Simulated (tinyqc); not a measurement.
What each parameter does: donor level screened by free carriers (Yukawa potential).

Screening wave number: Debye ks^2 = 4 pi q n/(eps kB T); Thomas-Fermi ks^2 = 6 pi q n/(eps EF) with EF = c (3 pi^2 n/gv)^(2/3)/m, c = hbar^2/2m0; the two are joined by 1/ks^2 = sqrt(1/ks_D^4 + 1/ks_TF^4). 1e18/cm^3 = 1e-6/angstrom^3, q = e^2/(4 pi eps0).

Potential -(q/(eps r)) exp(-ks r), q = e^2/(4 pi eps0). In units Ry* = Ry m/eps^2 and a* = a0 eps/m the problem is [-Laplacian - 2 exp(-x r)/r] psi = E psi with x = ks a*.

Converged values use 18 functions exp(-z r), z = 1.55^i, i = -11 to 6: S = 2/A^3, H = z_i z_j S - 2/(A + x)^2, A = z_i + z_j.

Constants: e^2/(4 pi eps0) = 14.39964547 eV angstrom; kB = 8.617333262e-05 eV/K; hbar^2/2m0 = 3.80998211 eV angstrom^2; Ry = 13.60569312 eV; a0 (Bohr radius) = 0.5291772105 angstrom.

Parameters, chosen for this exercise (near those of a donor in GaN, with one mean mass; shifted at random, so the results belong to these values and not to a real crystal):
- m = 0.205 m0 (mass)
- eps = 9.6 (dielectric constant)
- gv = 1 (valleys)
- T = 400 K (temperature)
- n = 1.5 x 1e18/cm^3 (free-carrier density)

Ry* = Ry m/eps^2, a* = a0 eps/m, x = ks a* with the joined ks; converged binding.

Results for these values:
```
case  1/ks (angstrom)      x  binding in Ry*  binding (meV)
base             36.6  0.678           0.158           4.77
```

What happens to each result for T = 460 K, all else kept?

Answer: 1/ks rises from 36.6 to 38.8; x falls from 0.678 to 0.639; binding in Ry* rises from 0.158 to 0.184; binding rises from 4.77 to 5.57.

The same for each parameter in turn:
```
case                  1/ks (angstrom)      x  binding in Ry*  binding (meV)
base                             36.6  0.678           0.158           4.77
n = 2.25 x 1e18/cm^3             30.7  0.807           0.086           2.61
T = 460 K                        38.8  0.639           0.184           5.57
m = 0.23 m0                      36.2  0.609           0.205           6.97
eps = 8.8                        35.0  0.649           0.177           6.37
gv = 2                           35.6  0.696           0.146           4.42
```

tinyqc: `OMP_NUM_THREADS=1 python tinyqc.py 1280061 1280062 out.jsonl`; about 0.01 s, one thread, shared Intel(R) Xeon(R) Processor @ 2.30GHz.
